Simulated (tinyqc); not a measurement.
## Polarisation charge from two barrier thicknesses

Question. Voff = phiB - dEc - q sigma d/(eps0 eb). Find sigma, phiB - dEc and the thickness at which Voff = 0.

Constants: q = 1.602176634e-19 C, eps0 = 8.8541878128e-14 F/cm where lengths are in cm. Results are converted to the units shown.

Voff at d = 13 and 32 nm (V): [-4.8484849, -12.941440]
eb = 9.1487000

Answer. Voff is a straight line in d: its slope is -q sigma/(eps0 eb) and its intercept phiB - dEc.

sigma = 2.154e13 cm^-2
phiB - dEc = 0.6888 V
thickness for Voff = 0 = 1.617 nm

Numbers from tinyqc (`OMP_NUM_THREADS=1 python tinyqc.py 2180163 2180164 out.jsonl`; about 0.01 s on one thread of a shared Intel Xeon 2.30GHz).
